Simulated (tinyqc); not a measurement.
Resistance of a source-drain extension with a graded tip: abruptness at a fixed junction position.

y runs along the channel, the gate covers y > 0. The doping is N0 for y < y0 and N0 10^(-(y - y0)/la) beyond, uniform over the depth xj. Sheet conductance s(y) = q mu(N) max(N - Nch, 0) xj + (for y > 0) ma Cox Vo, with mu(N) = u0 + (u1 - u0)/(1 + (N/Nr)^au) and Cox = eps0 eox/tox. Current is taken as one-dimensional; depletion of the tip, spreading and the contact are left out. The metallurgical junction lies at yj, where N = Nch.

R_spacer = integral of dy/s from -Ls to 0, R_ov from 0 to yj, R_channel = (Lg - 2 yj)/(ma Cox Vo), R_total = 2 R_spacer + 2 R_ov + R_channel. Electrical length L_eff = ma Cox dR_total/d(1/Vo); R_series = R_total - L_eff/(ma Cox Vo). y0 is moved with la so that yj stays at 5.6741 nm.

Values chosen for this exercise; mobility law close to that of electrons in silicon: relative permittivity of the gate insulator (close to aluminium oxide) eox = 9.08; insulator thickness tox = 3.5 nm; active doping of the extension far from the gate N0 = 2.7e20 cm^-3; depth of the extension xj = 9 nm; channel doping Nch = 2.3e18 cm^-3; spacer length Ls = 21 nm; gate overdrive Vo = 0.41 V; mobility of the gate-induced layer ma = 210 cm^2/(V s); mobility at low doping u1 = 1414 cm^2/(V s); mobility at high doping u0 = 68.5 cm^2/(V s); reference doping Nr = 9.2e16 cm^-3; exponent au = 0.711; gate length Lg = 40 nm.

Constants: q = 1.602176634e-19 C, eps0 = 8.8541878128e-14 F/cm where lengths are in cm. Results are converted to the units shown.

The same in every row: yj (nm) = 5.674; R_channel (ohm um) = 144.9.

Abruptness at a fixed junction position:

| la (nm/decade) | R_spacer (ohm um) | R_ov (ohm um) | R_total (ohm um) | L_eff (nm) | R_series (ohm um) |
|---|---|---|---|---|---|
| 1 | 7.443 | 5.788 | 171.3 | 29.81 | 20.63 |
| 2.3 | 7.443 | 10.87 | 181.5 | 31.24 | 23.53 |
| 3.6 | 7.950 | 15.54 | 191.9 | 32.65 | 26.78 |
| 4.9 | 10.86 | 18.59 | 203.8 | 33.83 | 32.72 |
| 6.1 | 15.74 | 20.41 | 217.2 | 34.67 | 41.84 |
| 7.4 | 23.03 | 21.75 | 234.4 | 35.37 | 55.59 |
| 8.7 | 32.07 | 22.70 | 254.4 | 35.90 | 72.87 |
| 10 | 42.58 | 23.42 | 276.9 | 36.33 | 93.19 |

What does the table show?

As la goes from 1 to 10 nm/decade, R_total rises from 171 to 277 ohm um, R_spacer rises from 7.44 to 42.6 ohm um and R_ov rises from 5.79 to 23.4 ohm um. R_total changes on average by 11.7 ohm um for each nm/decade. L_eff exceeds the metallurgical length by 1.15 nm in the first row and 7.68 nm in the last, since the gate also controls the lightly doped tips.

tinyqc, about 0.03 s, one thread, Intel Xeon 2.30GHz (shared host): `OMP_NUM_THREADS=1 python tinyqc.py 2282068 2282069 out.jsonl`
